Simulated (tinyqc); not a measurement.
Gate sweep: ballistic transport through the one-dimensional subbands of a rectangular nanowire or nanosheet channel. Computed by tinyqc, a small Python program. Command: `OMP_NUM_THREADS=1 python tinyqc.py 3005093 3005094 out.jsonl wire walk`. One thread of a shared host (Intel(R) Xeon(R) Processor @ 2.30GHz), about 0.02 s of CPU time with the checks.

Hard walls, parabolic subbands, transport along x. Energies are counted from the bulk conduction band edge at the top of the barrier, which the gate pulls down by U; the source Fermi level lies at the bulk edge when U = 0.

Inputs (values chosen for the exercise, modelled on In0.53Ga0.47As): mass m = 0.043 m_0; height a = 9.7 nm; width b = 37 nm; equivalent oxide thickness t = 2.3 nm; drain voltage V_D = 0.01 V; temperature T = 300 K.

Valleys: single isotropic valley.

Constants: hbar^2/(2 m_0) = 3.80998212 eV angstrom^2; k_B = 8.617333262e-05 eV/K; m_0 = 9.1093837015e-31 kg; k_B = 1.380649e-23 J/K; hbar = 1.054571817e-34 J s; eps_0 = 8.8541878128e-12 F/m; e = 1.602176634e-19 C; h = 6.62607015e-34 J s.

Method:
- E_pq = (hbar^2 pi^2/2)(p^2/(m_y b^2) + q^2/(m_z a^2)); m_x = m_y = m_z = m, degeneracy g = 1; the 10 lowest subbands are kept.
- F_j(eta) = (1/Gamma(j + 1)) int_0^infinity x^j/(1 + exp(x - eta)) dx, F_0 = ln(1 + exp(eta)). Integrals over x = E/(k_B T) use 160 Gauss-Legendre points in u = sqrt(x) from 0 to sqrt(max(eta, 0) + 32).
- With degeneracy g = 1, eta_i = (U - E_i)/(k_B T) and u = e V_D/(k_B T): line density n = sum_i g sqrt(2 m_x k_B T/pi)/(2 hbar) [F_-1/2(eta_i) + F_-1/2(eta_i - u)]; gate: e n = C_ox (V_G - U/e), C_ox = 3.9 eps_0 2 (a + b)/t (flat-plate estimate); I = (2 e k_B T/h) sum_i g [F_0(eta_i) - F_0(eta_i - u)].
- Open modes are sum_i g/(1 + exp(-eta_i)). The last column is e dn/dV_G over C_ox, taken up to the next row.

Subbands:
```
valley axis  p  q  E (meV)  m_x (m_0)
-            1  1   99.330      0.043
-            2  1  118.493      0.043
-            3  1  150.432      0.043
-            4  1  195.146      0.043
-            5  1  252.637      0.043
-            6  1  322.902      0.043
-            1  2  378.155      0.043
-            2  2  397.318      0.043
-            7  1  405.944      0.043
-            3  2  429.257      0.043
```

Against the gate voltage:
```
V_G (V)  U (meV)    n (1/nm)  I (microampere)  open modes    C_g/C_ox
-0.200   -200.00  1.2445e-06       9.8828e-06  1.5381e-05  6.6593e-05
-0.100   -100.01  5.9528e-05       4.7269e-04  7.3561e-04  5.3976e-03
0.019      18.35  5.6813e-03       4.4789e-02  6.9350e-02  1.6391e-01
0.150     127.88  1.9361e-01       1.2216e+00  1.7132e+00  3.7408e-01
0.250     190.47  5.2102e-01       2.4586e+00  3.2830e+00  4.1090e-01
0.380     267.05  9.8854e-01       3.5716e+00  4.6917e+00  4.3242e-01
0.520     346.52  1.5184e+00       4.6842e+00  6.1649e+00  5.1288e-01
0.680     424.45  2.2366e+00       6.6178e+00  8.7024e+00  5.3352e-01
0.850     503.76  3.0304e+00       7.6543e+00  9.9000e+00  4.6254e-01
1.000     584.38  3.6377e+00       7.7438e+00  9.9954e+00           -
```

What does the comparison show, and why?

Between the first two rows the current rises one decade per 60 mV, against the limit ln(10) k_B T/e = 60 mV. Above threshold C_g/C_ox lies between 0.37 and 0.53: the quantum capacitance in series costs much, since the density of states of these subbands is small. In the last rows the tenth subband begins to fill, so the truncation shows.

Extremes, crossings and ranges named in words are read from the listed rows.
